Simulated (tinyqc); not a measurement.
# Tunnelling through a two-layer gate stack, WKB transmission and Tsu-Esaki current: effect of temperature

Electrons leave the emitter at x = 0. Energies E (motion across the layers) are in eV from the emitter Fermi level; the collector Fermi level lies at -V and offers states at every E. No charge in the dielectric and no image force: F1 = V/(t1 + t2 eps1/eps2), F2 = F1 eps1/eps2; U = phi1 - F1 x in layer 1 and phi2 - F1 t1 - F2 (x - t1) in layer 2. With C = hbar^2/(2 m0), kappa = sqrt(m (U - E)/C) where U > E and 0 elsewhere; T(E) = exp(-S), S = 2 times the integral of kappa over x.

Each layer adds (2/F) sqrt(m/C) [G(u at its left edge) - G(u at its right edge)] to S, with u = U - E (0 where negative) and G(u) = (2/3) u^1.5. J = J0 times the integral of T(E) N(E) dE, N = ln[(1 + exp(-E/Vt))/(1 + exp((-E - V)/Vt))], J0 = q^2 me m0 kB T/(2 pi^2 hbar^3) (times 1e-4 for A/cm^2 per eV), from E = -Ef to far above the barrier (T = 1 there), by quadrature converged to the digits shown.

Values chosen for this exercise; layer 1 close to silicon dioxide, layer 2 close to hafnium oxide: Fermi energy of the emitter above its band bottom Ef = 0.19 eV; emitter mass in the supply function me = 1 m0; barrier of layer 1 above the emitter Fermi level at zero bias phi1 = 3.2 eV; tunnelling mass of layer 1 m1 = 0.52 m0; thickness of layer 1 t1 = 0.8 nm; relative permittivity of layer 1 eps1 = 3.86; barrier of layer 2 at zero bias phi2 = 1.53 eV; tunnelling mass of layer 2 m2 = 0.19 m0; thickness of layer 2 t2 = 3.5 nm; relative permittivity of layer 2 eps2 = 21.3; voltage across the dielectric V = 0.5 V.

Constants: q = 1.602176634e-19 C, kB = 1.380649e-23 J/K, hbar = 1.054571817e-34 J s, m0 = 9.1093837015e-31 kg, Vt = kB T/q, hbar^2/(2 m0) = 0.0380998212 eV nm^2. Results are converted to the units shown.

Result of one run:
```
T (K)	J (A/cm^2)	mean E of the current (eV)
500	3.009e-4	-0.05024
```

What becomes of these results when the temperature T is changed from 500 to 750 K, all else the same?

Result of the changed run:
```
T (K)	J (A/cm^2)	mean E of the current (eV)
750	9.138e-4	0.5197
```

The whole series:
```
T (K)	J (A/cm^2)	mean E of the current (eV)
50	1.911e-4	-0.1072
100	1.938e-4	-0.1057
200	2.050e-4	-0.09944
300	2.249e-4	-0.08875
400	2.556e-4	-0.07293
500	3.009e-4	-0.05024
600	3.715e-4	-0.007671
750	9.138e-4	0.5197
```

Between 50 and 300 K the current changes by a factor of 1.18, and between 300 and 750 K by 4.06; the mean energy of the current rises from -0.107 to 0.520 eV. The transmission grows by a factor e over d = 0.111 eV near E = 0, equal to kB T/q at 1290 K: far below that temperature the thermal tail adds little.

tinyqc, about 0.03 s, one thread, Intel Xeon 2.30GHz (shared host): `OMP_NUM_THREADS=1 python tinyqc.py 2540080 2540081 out.jsonl`
